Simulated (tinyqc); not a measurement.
# Inputs raised by 5 %, one at a time

Model: chemically amplified photoresist: aerial image, acid generation, bake, development and line width. Computed by tinyqc, a small Python program. Command: `OMP_NUM_THREADS=1 python tinyqc.py 3022109 3022110 out.jsonl resist sens`. One thread of a shared host (Intel(R) Xeon(R) Processor @ 2.30GHz), about 0.05 s of CPU time with the checks.

Lines and spaces of pitch p with a two-beam-like image; x = 0 is the middle of the bright space. The resist is positive and treated as uniform in depth.

Inputs (values chosen for the exercise, for a model resist at 193 nm):
```
quantity                                         value     unit
pitch p                                            220       nm
image contrast c                                  0.65        -
mean dose E                                       17.4  mJ/cm^2
Dill parameter C                                  0.03  cm^2/mJ
quencher load q, relative to the acid generator  0.086        -
acid diffusivity D                                 4.3   nm^2/s
bake time t                                         60        s
amplification rate k_amp                          0.03      1/s
threshold protection m_th                         0.46        -
development selectivity n                           20        -
largest rate r_max                                1100     nm/s
smallest rate r_min                               0.03     nm/s
resist thickness d                                 250       nm
development time t_d                                45        s
photon energy                                     6.42       eV
absorption coefficient alpha                      0.76     1/um
```

Method:
- Dose E(x) = E [1 + c cos(2 pi x/p)]; acid h = 1 - exp(-C E(x)).
- Bake: the acid image is blurred by a Gaussian of variance sigma^2 = 2 D t (each Fourier term k of h, taken on 64 points, is multiplied by exp(-4 pi^2 k^2 D t/p^2)).
- Cosine coefficients: h(x) = sum_k h_k cos(2 pi k x/p).
- The quencher then removes q, h_eff = max(h_blurred - q, 0); protection m = exp(-k_amp t h_eff).
- Mack rate r = r_max (a + 1)(1 - m)^n/(a + (1 - m)^n) + r_min, a = ((n + 1)/(n - 1))(1 - m_th)^n.
- Edge: vertical development clears the film where r t_d >= d; the space width is twice the x where r = d/t_d.
- Dose sensitivity = d ln(width)/d ln E from widths at 1.005 E and E/1.005; image log-slope at the edge = |d ln E/dx|, normalised by the width (NILS); latitude for 10 % of width = 10 %/sensitivity.
- The edge lies at x = width/2.
- Absorbed photons per volume N = E(edge) alpha/(photon energy), 1 mJ/cm^2 = 62.41509 eV/nm^2, alpha in 1/nm; a Gaussian blur averages over a volume V = (2 sqrt(pi) sigma)^3; relative noise 1/sqrt(N V); edge noise sigma_x = (dh/d ln E) noise/|dh/dx|, with both derivatives of the blurred acid at the edge.

Runs; columns: (1) input moved; (2) from; (3) to; (4) dose sensitivity; (5) edge noise from photons (nm); (6) dose latitude (%); (7) blur factor of the first harmonic:
```
(1)                              (2)     (3)    (4)     (5)    (6)     (7)
base run                           -       -  1.058  0.2400   9.45  0.8102
mean dose E (mJ/cm^2)           17.4   18.27  0.974  0.2333  10.26  0.8102
image contrast c                0.65  0.6825  1.009  0.2272   9.91  0.8102
Dill parameter C (cm^2/mJ)      0.03  0.0315  0.974  0.2390  10.26  0.8102
acid diffusivity D (nm^2/s)      4.3   4.515  1.069  0.2336   9.35  0.8017
amplification rate k_amp (1/s)  0.03  0.0315  0.975  0.2396  10.26  0.8102
bake time t (s)                   60      63  0.985  0.2333  10.16  0.8017
largest rate r_max (nm/s)       1100    1155  1.052  0.2399   9.51  0.8102
```

Exponents ln(y'/y) / ln(x'/x):
```
input                     dose sensitivity  edge noise from photons  dose latitude  blur factor of the first harmonic
mean dose E                         -1.694                   -0.585          1.694                              0.000
image contrast c                    -0.972                   -1.129          0.972                              0.000
Dill parameter C                    -1.694                   -0.085          1.694                              0.000
acid diffusivity D                   0.214                   -0.558         -0.214                             -0.216
amplification rate k_amp            -1.685                   -0.039          1.685                              0.000
bake time t                         -1.476                   -0.583          1.476                             -0.216
largest rate r_max                  -0.121                   -0.007          0.121                              0.000
```

To which inputs is each result most sensitive?

Among the inputs moved here: dose sensitivity answers most in size to mean dose E (exponent -1.694), and about equally to Dill parameter C (-1.694), amplification rate k_amp (-1.685). Edge noise from photons answers most in size to image contrast c (exponent -1.129), next to mean dose E (-0.585). Dose latitude answers most in size to mean dose E (exponent +1.694), and about equally to Dill parameter C (+1.694), amplification rate k_amp (+1.685). Blur factor of the first harmonic answers most in size to acid diffusivity D (exponent -0.216), and about equally to bake time t (-0.216); its exponent is below 0.0005 for mean dose E, image contrast c, Dill parameter C, amplification rate k_amp, largest rate r_max.

Caution (all rows): lateral development, standing waves and the joint diffusion of acid and quencher are left out, so widths are indicative. Caution (all rows): the noise counts photons alone (acid and quencher statistics add to it) and takes the film as thicker than the blur; a thinner film averages in two dimensions only.

Extremes, crossings and ranges named in words are read from the listed rows.
